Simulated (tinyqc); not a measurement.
## Lossy package transmission line with skin effect: effect of the width of the strip

A uniform line in a homogeneous dielectric: c = sqrt(er)/(c0 Z0), l = Z0 sqrt(er)/c0 (c0 = 299792458 m/s), g = w c td, w = 2 pi f. The resistance joins its limits as r = sqrt(r_dc^2 + r_hf^2), with r_dc = rho/(wd th), r_hf = kr rho/(2 delta (wd + th)), delta = sqrt(rho/(pi f mu0)), mu0 = 4 pi 1e-7 H/m; this is an interpolation, and internal inductance, up to 0.05 nH/mm at low frequency, is neglected.

gamma = sqrt((r + i w l)(g + i w c)) = alpha + i beta, Zc = sqrt((r + i w l)/(g + i w c)), roots with positive real part; loss 8.685889638 alpha in dB; phase velocity w/beta. ZL = 1/(1/RL + i w CL); reflection (ZL - Zc)/(ZL + Zc); Zin = Zc (ZL + Zc tanh(gamma len))/(Zc + ZL tanh(gamma len)); H = V_load/V_source = [Zin/(Zin + Rg)]/[cosh(gamma len) + (Zc/ZL) sinh(gamma len)]. Z0 is held fixed by scaling the dielectric height.

Values chosen for this exercise: thickness of the strip th = 14 um; resistivity rho = 2 uohm cm; relative permittivity er = 3; loss tangent td = 0.01; lossless impedance sqrt(l/c) Z0 = 60 ohm; factor for crowding and the return path kr = 2; length len = 7.1 mm; source resistance Rg = 25 ohm; load resistance RL = 1e5 ohm; load capacitance CL = 300 fF; frequency f = 7 GHz.

Result of one run:
```
r (ohm/mm)   r/(w l)  loss (dB/mm)  |Zc| (ohm)  phase velocity over c0  length in wavelengths  |H| (dB)
0.1101      0.007221       0.01900       60.00                  0.5773                 0.2871   -0.5362
```

Which width of the strip wd gave this result: 20, 32, 80 or 200 um?

wd = 200 um.

The whole series:
```
wd (um)  r (ohm/mm)   r/(w l)  loss (dB/mm)  |Zc| (ohm)  phase velocity over c0  length in wavelengths  |H| (dB)
8.2           1.073   0.07039       0.08868       60.07                  0.5771                 0.2873    -1.028
13           0.8776   0.05756       0.07454       60.05                  0.5772                 0.2872   -0.9252
20           0.6951   0.04559       0.06134       60.03                  0.5773                 0.2872   -0.8308
32           0.5130   0.03365       0.04817       60.02                  0.5773                 0.2872   -0.7377
51           0.3628   0.02379       0.03729       60.01                  0.5773                 0.2871   -0.6618
80           0.2507   0.01645       0.02918       60.00                  0.5773                 0.2871   -0.6058
130          0.1636   0.01073       0.02288       60.00                  0.5774                 0.2871   -0.5626
200          0.1101  0.007221       0.01900       60.00                  0.5773                 0.2871   -0.5362
```

As wd goes from 8.2 to 200, the loss falls from 0.0887 to 0.0190 dB/mm, |Zc| stays near 60.0 ohm and |H| goes from -1.03 to -0.536 dB, with its highest value among the rows, -0.536 dB, at wd = 200.

Program tinyqc, `OMP_NUM_THREADS=1 python tinyqc.py 2810155 2810156 out.jsonl`; Intel Xeon 2.30GHz, shared host, one thread, about 0.01 s.
